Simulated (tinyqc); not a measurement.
# Worked calculation: threshold of a short bulk MOSFET: charge sharing, barrier lowering, narrow width

Computed by the program tinyqc: `OMP_NUM_THREADS=1 python tinyqc.py 2002199 2002200 out.jsonl`, one thread of a shared Intel Xeon 2.30GHz, about 0.01 s for the whole run. Printed values are rounded.

n-channel device on a p-type body, depletion approximation, full ionisation. Uniform doping N = Na. Vbi from Boltzmann statistics is rough for the degenerate source. Cox = eps0 eox/tox.

Inputs (values chosen for the exercise); band and dielectric values close to those of silicon: temperature T = 350 K; band gap Eg = 1.13 eV; relative permittivity eps_r = 11.5; conduction-band density of states at T Nc = 3.47e19 cm^-3; valence-band density of states at T Nv = 3.33e19 cm^-3; relative permittivity of the gate insulator (close to hafnium oxide) eox = 22.3; insulator thickness tox = 3.6 nm; channel doping Na = 3e17 cm^-3; source and drain doping Nsd = 1e20 cm^-3; flat-band voltage for the doping Na Vfb = -0.95 V; junction depth xj = 64 nm; body-source voltage Vbs = 0 V; drain-source voltage Vds = 1.2 V; gate width W = 240 nm; shape factor of the fringing depletion at the width edges xw = 0.7854; channel length L = 130 nm.

Constants: q = 1.602176634e-19 C, kB = 1.380649e-23 J/K, Vt = kB T/q, eps0 = 8.8541878128e-14 F/cm where lengths are in cm. Results are converted to the units shown.

## Long-channel threshold and scales

ni = sqrt(Nc Nv) exp(-Eg/(2 Vt)), Eg in volts; 2 pB = 2 Vt ln(N/ni); flat band Vfb - Vt ln(N/Na); Wd = sqrt(2 eps0 eps_r (2 pB - Vbs)/(q N)); body term q N Wd/Cox; long-channel VT0 = flat band + 2 pB + body term; Vbi = Vt ln(N Nsd/ni^2); scale length l = sqrt((eps_r/eox) tox Wd).

N = 3e17 cm^-3
2 pB = 0.844673 V
flat band = -0.95 V
Wd = 59.8228 nm
body term = 0.0524261 V
VT0 = -0.0529012 V
Vbi = 1.01988 V
l = 10.5386 nm

## Short-channel and narrow-width shifts

Charge sharing (trapezoid; it ignores Vds): F = (xj/L)(sqrt(1 + 2 Wd/xj) - 1), lowering = body term times F. Barrier lowering: th = exp(-L/(2 l)) + 2 exp(-L/l), lowering = th [2 (Vbi - 2 pB) + Vds], DIBL = th. Narrow width: rise = body term times xw Wd/W. VT by each model = VT0 - lowering + rise.

F = 0.341636
lowering by charge sharing = 17.9106 mV
th = 0.00210457
lowering of the barrier = 3.26295 mV
DIBL = 2.10457 mV/V
narrow-width rise = 10.2635 mV
VT, charge sharing = -0.0605484 V
VT, barrier lowering = -0.0459007 V

L is 12.3 scale lengths. The charge-sharing lowering is 5.49 times the barrier lowering; the first falls off as 1/L and the second exponentially. Both describe the same loss of gate control, so they are alternatives and are not added.
